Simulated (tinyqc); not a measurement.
X-ray photoelectron analysis of a thin oxide on a semiconductor: attenuation lengths, thickness, angle series and band offsets. Changing the oxide density. Computed by tinyqc, a small Python program. Command: `OMP_NUM_THREADS=1 python tinyqc.py 3111171 3111172 out.jsonl xps sweep`. One thread of a shared host (Intel(R) Xeon(R) Processor @ 2.30GHz), about 0.01 s of CPU time with the checks.

The same element is seen in the oxide and in the substrate, at nearly the same kinetic energy; films are flat and uniform, and the work function is ignored.

Inputs (values chosen for the exercise, modelled on SiO2 on 4H-SiC):
```
quantity                                          value     unit
photon energy                                       650       eV
binding energy of the core level                  100.5       eV
oxide formula mass                                60.08    g/mol
valence electrons per oxide formula                  16        -
oxide gap                                          9.04       eV
substrate density                                  3.21   g/cm^3
substrate formula mass                             40.1    g/mol
valence electrons per substrate formula               8        -
substrate gap                                      3.26       eV
oxide thickness d                                   8.2       nm
emission angle from the normal                       45  degrees
attenuation length over inelastic mean free path   0.91        -
carbon overlayer                                   0.13       nm
```

Method:
- TPP-2M: lambda = E/(E_p^2 [b ln(c E) - C/E + D/E^2]) in angstrom, E_p = 28.8 sqrt(N_v rho/M), b = -0.10 + 0.944/sqrt(E_p^2 + E_g^2) + 0.069 rho^0.1, c = 0.191/sqrt(rho), U = N_v rho/M, C = 1.97 - 0.91 U, D = 53.4 - 20.8 U, with E = photon energy less binding energy in eV.
- Attenuation length L = factor x lambda.
- R_0 = (rho_o/M_o) L_o/((rho_s/M_s) L_s); peak ratio R = I_ox/I_sub = R_0 [exp(d/(L_o cos theta)) - 1]; hence d = L_o cos theta ln(1 + R/R_0). A carbon layer weakens both peaks alike, by exp(-d_C/(L_o cos theta)) if its L is taken equal to L_o. This R_0 leaves out intrinsic losses from the substrate peak, so calibrated values can be larger.

One run for each value:
```
oxide density (g/cm^3)  L in the oxide (nm)      R_0  ratio R
1.79                                 1.8411  0.51859   281.54
1.94                                 1.8096  0.55242   334.75
2.08                                 1.7836  0.58380   388.37
2.37                                 1.7376  0.64802   512.30
2.51                                 1.7180  0.67857   578.87
2.66                                 1.6984  0.71092   655.61
2.80                                 1.6812  0.74073   732.78
```

Give the missing row, oxide density (g/cm^3) = 2.22.

Computed row:
```
oxide density (g/cm^3)  L in the oxide (nm)      R_0  ratio R
2.22                                 1.7603  0.61495   445.95
```

Interpolating between the two neighbouring rows (linearly) misses most in ratio R, by 0.50 %. Over the rows, L in the oxide (nm) falls from 1.84 to 1.68 (exponent d ln y / d ln x -0.21 between the first rows and -0.20 between the last); R_0 rises from 0.519 to 0.741 (exponent d ln y / d ln x about 0.80 throughout); ratio R rises from 282 to 733 (exponent d ln y / d ln x about 2.1 throughout).

Extremes, crossings and ranges named in words are read from the listed rows.
